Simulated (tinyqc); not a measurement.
From results back to parameters: BHZ model on a square lattice (one spin block). Two cases, with inputs chosen for the exercise.

Problem. Near Gamma E = -D k^2 -/+ sqrt(A^2 k^2 + (M - B k^2)^2), so the curvature of the upper band, E = |M| + c+ k^2, is c+ = -D + A^2/(2|M|) - B sign(M), and of the lower one c- = -D - A^2/(2|M|) + B sign(M). M and A are given; c+ and c- come from hidden B and D.

Find: D, B; order of the bands.

Method. The mean of the curvatures is -D; half their difference is A^2/(2|M|) - B sign(M). The bands are inverted where M/B > 0.

Case 1.

Values chosen (out of a larger set: of the size used for thin Bi2Se3 films; not measured data): A = 2.59 eV angstrom; M = -0.1076 eV (mass term).

c+, c- (eV angstrom^2): 17.971  -7.571

Solution.

D, B (eV angstrom^2): -5.2  -18.4

order of the bands: inverted

Case 2.

Values chosen (out of a larger set: of the size used for HgTe wells; not measured data): A = 3.85 eV angstrom; M = 0.0122 eV (mass term).

c+, c- (eV angstrom^2): 723.480  -633.080

Solution.

D, B (eV angstrom^2): -45.2  -70.8

order of the bands: normal

Computed by tinyqc, one run a case: `OMP_NUM_THREADS=1 python tinyqc.py N N+1 out.jsonl` with N = 1482728, 1482862; one thread of a shared Intel(R) Xeon(R) Processor @ 2.30GHz, about 0.1 s a run at most.
